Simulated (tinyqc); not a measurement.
# Single-band model of a thermoelectric material, step by step

A worked calculation. Computed by tinyqc, a small Python program that keeps every step. Command: `OMP_NUM_THREADS=1 python tinyqc.py 3002746 3002747 out.jsonl thermo walk`. One thread of a shared host (Intel(R) Xeon(R) Processor @ 2.30GHz), about 0.01 s of CPU time with the checks. Intermediate numbers are printed to about 6 digits and carried at full precision; extremes and crossings named in words are read from the listed rows.

One spherical band, one scattering law, no minority carriers and no phonon drag. In a real material minority carriers limit |S| to about E_g/(2 e T), so larger values are formal. eta = E_F/(k_B T) is counted from the band edge; f = 1/(1 + exp(x - eta)).

Inputs (values chosen for the exercise, modelled on n-type SiGe):

| quantity | value | unit |
|---|---|---|
| density-of-states mass m | 1.2 | m_0 |
| mobility parameter mu_300 | 350 | cm^2/(V s) |
| temperature exponent p | 1.5 | - |
| lattice thermal conductivity kappa_L | 3.3 | W/(m K) |
| carrier density n | 8.5e+18 | 1/cm^3 |
| temperature T | 1020 | K |

Band: parabolic. Scattering: acoustic phonons, r = -0.5.

Constants: m_0 = 9.1093837015e-31 kg; k_B = 1.380649e-23 J/K; hbar = 1.054571817e-34 J s; k_B = 8.617333262e-05 eV/K; e = 1.602176634e-19 C.

## Fermi level

With x = E/(k_B T), a = alpha k_B T (0 for a parabolic band), G = x (1 + a x), D = 1 + 2 a x and <y> = int y f (1 - f) dx, f = 1/(1 + exp(x - eta)): tau = tau_0 G^r/D; transport function s = G^(3/2 + r)/D^2; n = N_0 <G^(3/2)> with N_0 = (2 m k_B T)^(3/2)/(3 pi^2 hbar^3). Integrals over x = E/(k_B T) use 160 Gauss-Legendre points in u = sqrt(x) from 0 to sqrt(max(eta, 0) + 32). Solve for eta.

N_0 = 1.55570e+20 1/cm^3

reduced Fermi level eta = -3.17719

## Transport integrals

The formulas are those given above.

<s> = 0.0408566

<x s> = 0.0825516

<x^2 s> = 0.248928

<G^(3/2)> = 0.0546378

<G^(3/2 + 2r)/D^4> = 0.0359040

## Coefficients

sigma = e mu_0 N_0 <s> with mu_0 = e tau_0/m = mu_300 (T/300 K)^(-p); |S| = (k_B/e)(<x s>/<s> - eta); Lorenz number L = (k_B/e)^2 (<x^2 s>/<s> - (<x s>/<s>)^2); kappa_e = L sigma T; zT = S^2 sigma T/(kappa_L + kappa_e). Hall factor r_H = <G^(3/2)> <G^(3/2 + 2r)/D^4>/<s>^2; drift mobility sigma/(n e) with n = N_0 <G^(3/2)>; power factor S^2 sigma.

conductivity sigma = 56.8523 S/cm

Seebeck coefficient |S| = 447.904 microvolt/K

Lorenz number L = 1.49275 1e-8 V^2/K^2

drift mobility = 41.7464 cm^2/(V s)

Hall factor r_H = 1.17520

power factor = 11.4056 microwatt/(cm K^2)

kappa_e = 0.0865638 W/(m K)

zT = 0.343525

L is 61 % of the degenerate value pi^2/3 (k_B/e)^2 = 2.443; the classical limit for this r is (r + 5/2)(k_B/e)^2 = 1.485. The charge carriers transport 3 % of the heat.

## Limiting formulas for the Seebeck coefficient

Classical: |S| = (k_B/e)[r + 5/2 - ln(n/N_c)], N_c = (3 sqrt(pi)/4) N_0. Degenerate (Mott): |S| = (pi^2/3)(k_B/e)(r + 3/2)/eta_F, eta_F = (n/N_0)^(2/3).

Seebeck coefficients:

| formula | \|S\| (microvolt/K) | deviation (%) |
|---|---|---|
| full integral | 447.90 | 0.000 |
| classical | 447.39 | -0.115 |
| degenerate | 1968.90 | 339.580 |

At eta = -3.18 the classical formula is the closer one, off by 0.12 %; the other is out of its range.

## Best doping

Quality factor B = (k_B/e)^2 e mu_0 N_0 T/kappa_L; zT and the power factor are maximised over eta between -8 and 30.

quality factor B = 0.319388

eta of the largest zT = -0.444894

density of the largest zT = 1.09975e+20 1/cm^3

largest zT = 0.867085

|S| at the largest zT = 233.194 microvolt/K

eta of the largest power factor = 0.668122

density of the largest power factor = 2.60412e+20 1/cm^3

largest power factor = 41.9560 microwatt/(cm K^2)

The sample is underdoped by a factor 12.9 and reaches 40 % of the best zT. zT peaks at a density 2.37 times lower than the power factor, because kappa_e grows with n. Caution: at so low a doping minority carriers, left out here, would cut S in a narrow-gap material.

## Against the Fermi level

The formulas are those given above.

The same material at other dopings:

| eta | n (1/cm^3) | \|S\| (microvolt/K) | sigma (S/cm) | power factor (microwatt/(cm K^2)) | zT |
|---|---|---|---|---|---|
| -4 | 3.76349e+18 | 517.824 | 2.52558e+01 | 6.7721 | 0.206916 |
| -3 | 1.01198e+19 | 432.971 | 6.76098e+01 | 12.6744 | 0.379892 |
| -2 | 2.67397e+19 | 350.239 | 1.76622e+02 | 21.6657 | 0.618709 |
| -1 | 6.77899e+19 | 272.487 | 4.35907e+02 | 32.3656 | 0.828188 |
| 0 | 1.58237e+20 | 204.501 | 9.64521e+02 | 40.3370 | 0.841924 |
| 1 | 3.25851e+20 | 150.876 | 1.82742e+03 | 41.5983 | 0.651583 |
| 2 | 5.83961e+20 | 112.389 | 2.95964e+03 | 37.3842 | 0.428283 |
| 4 | 1.34663e+21 | 68.216 | 5.59129e+03 | 26.0183 | 0.174081 |
| 6 | 2.36722e+21 | 46.946 | 8.35250e+03 | 18.4083 | 0.083826 |
| 10 | 4.98084e+21 | 28.345 | 1.39152e+04 | 11.1800 | 0.030954 |

|S| falls and sigma rises with eta, so their product S^2 sigma peaks: among these rows at eta = 1, and zT at eta = 0, where |S| = 205 microvolt/K. zT stays above 90 % of its best row from n = 6.8e19 to 1.6e20 per cm^3.

Checks made by the program: |S| against (k_B/e)[(r + 5/2) F_(r+3/2)/((r + 3/2) F_(r+1/2)) - eta] by adaptive quadrature (relative difference below 1e-10).
